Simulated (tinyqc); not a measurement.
Liquidus of a compound AB in a simple-solution melt, liquid-phase epitaxy and vapour pressures: one step, computed by the program tinyqc. Command: `OMP_NUM_THREADS=1 python tinyqc.py 3011188 3011189 out.jsonl liq35 walk`. One thread of a shared host (Intel(R) Xeon(R) Processor @ 2.30GHz), about 0.05 s of CPU time with the checks.

x is the atom fraction of B in the melt. The melt is a simple solution: R T ln gamma_B = W (1 - x)^2, R T ln gamma_A = W x^2, W = a + b T. The solid AB is stoichiometric.

Question. Layer thickness. Semi-infinite melt (Hsieh): step d = 2 dT sqrt(D t/pi)/(C_S m); ramp d = (4/3) c sqrt(D/pi) t^(3/2)/(C_S m); supercooling is their sum. A melt of depth w can give at most w (undercooling)/(C_S m).

Inputs (values chosen for the exercise, for a model compound): saturation temperature T = 929 K; step dT = 8.6 K; cooling rate c = 0.24 K/min; growth time t = 3.1 min; diffusivity in the melt D = 0.00012 cm^2/s; melt depth w = 7.3 mm.

Growth programme: ramp cooling.

C_S = 2.214232e+22 1/cm^3

slope m = 9.089958e-19 K cm^3

Give: thickness d; largest thickness from this melt; sqrt(D t)/w.

Answer.

thickness d = 0.041543 micrometre

largest thickness from this melt = 0.26984 micrometre

sqrt(D t)/w = 0.20466

The layer uses 15 % of what the melt could give.
